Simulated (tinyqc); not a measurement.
Modulation-doped quantum well, Poisson-Schroedinger loop: one step of the calculation.

A well of width L centred at z = 0 between barriers Vb; effective-mass electrons, parabolic bands. The electrons come from donor sheets outside the mesh, a share fL of Ns on the left and the rest on the right, so the structure is neutral. Energies are counted from the band edge of the well, with U = 0 on the first node in the Hartree part.

Question. Converged levels, occupations and centroid. Tridiagonal Hamiltonian with psi = 0 one step beyond both ends: H_ii = C (1/m_(i-1/2) + 1/m_(i+1/2))/hz^2 + V0_i + U_i, H_(i,i+1) = -C/(m_(i+1/2) hz^2), C = hbar^2/(2 m0). The lowest 3 level(s) are kept, normalised to hz sum |psi|^2 = 1.

Level k holds N_k = D_k Vt ln(1 + exp((EF - E_k)/Vt)) with D = md m0 q/(pi hbar^2) per eV (spin included); EF is fixed by sum N_k = Ns.

Solve for the levels with V0 + U, find EF, n_i = sum_k N_k |psi_k|^2 (in cm^-3); share of each level N_k/Ns; centroid sum n z/sum n.

Inputs (values chosen for the exercise); material values those of a made-up well:

| symbol | value | unit | meaning |
|---|---|---|---|
| T | 20 | K | temperature |
| md | 0.0431 | m0 | in-plane mass |
| hz | 1.4 | nm | mesh step |
| Ns | 8.2e11 | cm^-2 | sheet density of electrons |

Constants: q = 1.602176634e-19 C, kB = 1.380649e-23 J/K, hbar = 1.054571817e-34 J s, m0 = 9.1093837015e-31 kg, Vt = kB T/q, hbar^2/(2 m0) = 0.0380998212 eV nm^2. Results are converted to the units shown.

```
node  z (nm)  fixed potential V0 (eV)  converged U (eV)
1       -9.8               0.48500000       0.000000000
2       -8.4               0.48500000       0.011631887
3         -7               0.48500000       0.023250908
4       -5.6               0.00000000       0.034741802
5       -4.2               0.00000000       0.045281845
6       -2.8               0.00000000       0.054087270
7       -1.4               0.00000000       0.060540817
8          0               0.00000000       0.064329697
9        1.4               0.00000000       0.065468486
10       2.8               0.00000000       0.064256048
11       4.2               0.00000000       0.061200401
12       5.6               0.00000000       0.056920190
13         7               0.48500000       0.052020492
14       8.4               0.48500000       0.047042688
15       9.8               0.48500000       0.042057687
```

mass on the intervals 1/2, 3/2, ... (mean of both at an interface) (m0): 0.0694  0.0694  0.0694  0.05505  0.0407  0.0407  0.0407  0.0407  0.0407  0.0407  0.0407  0.0407  0.05505  0.0694  0.0694  0.0694

Give: levels; EF; shares; n; centroid.

Answer.

levels (eV): E1 0.0908, E2 0.1841, E3 0.3464
EF = 0.1363 eV
shares (%): E1 100.0, E2 0.0, E3 0.0
n, node 1 to 15 (in units of 1e17 cm^-3): 0.004  0.045  0.452  3.351  6.114  8.289  9.392  9.340  8.287  6.496  4.316  2.183  0.275  0.025  0.002
centroid = -0.3769 nm

Numbers from tinyqc (`OMP_NUM_THREADS=1 python tinyqc.py 2140123 2140124 out.jsonl`; about 0.2 s on one thread of a shared Intel Xeon 2.30GHz).
